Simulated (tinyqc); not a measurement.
From results back to parameters: spherical quantum dot. Two cases, with inputs chosen for the exercise.

Problem. The transition energy below was computed from a hidden radius.

Brus estimate with the correlation term of Kayanuma, both carriers between hard walls: E = Eg + c (pi/R)^2 (1/mw + 1/mh) - 1.786 q/(eps R) - 0.248 Ry*, with q = e^2/(4 pi eps0), Ry* = Ry mu/eps^2, 1/mu = 1/mw + 1/mh, a* = a0 eps/mu, c = hbar^2/2m0. It assumes R below about a*.

Constants: hbar^2/2m0 = 3.80998211 eV angstrom^2; e^2/(4 pi eps0) = 14.39964547 eV angstrom; Ry = 13.60569312 eV; a0 (Bohr radius) = 0.5291772105 angstrom; hc = 1239.841984 eV nm.

Find: E - Eg + 0.248 Ry*; R.

Case 1.

Values chosen (near those of an InGaAs dot in InP; not measured data): Eg = 0.794 eV (bulk gap); mw = 0.0412 m0 (mass inside); mh = 0.4 m0 (hole mass); eps = 13.4 (dielectric constant inside).

E = 0.916307 eV

Solution.

E - Eg + 0.248 Ry* = 0.1230 eV
R = 83.0 angstrom

With u = 1/R the formula is a quadratic A u^2 - B u - D = 0, A = c pi^2/mu, B = 1.786 q/eps, D = E - Eg + 0.248 Ry*; for D > 0 it has one positive root, R = 2A/(B + sqrt(B^2 + 4 A D)).

Case 2.

Values chosen (near those of a non-polar GaN dot in AlN; not measured data): Eg = 3.497 eV (bulk gap); mw = 0.199 m0 (mass inside); mh = 0.47 m0 (hole mass); eps = 9.3 (dielectric constant inside).

E = 3.879756 eV

Solution.

E - Eg + 0.248 Ry* = 0.3882 eV
R = 23.0 angstrom

With u = 1/R the formula is a quadratic A u^2 - B u - D = 0, A = c pi^2/mu, B = 1.786 q/eps, D = E - Eg + 0.248 Ry*; for D > 0 it has one positive root, R = 2A/(B + sqrt(B^2 + 4 A D)). Hard walls and parabolic bands overstate so large a shift, so a real dot of this energy is smaller.

Computed by tinyqc, one run a case: `OMP_NUM_THREADS=1 python tinyqc.py N N+1 out.jsonl` with N = 1251383, 1251543; one thread of a shared Intel(R) Xeon(R) Processor @ 2.30GHz, about 0.05 s a run at most.
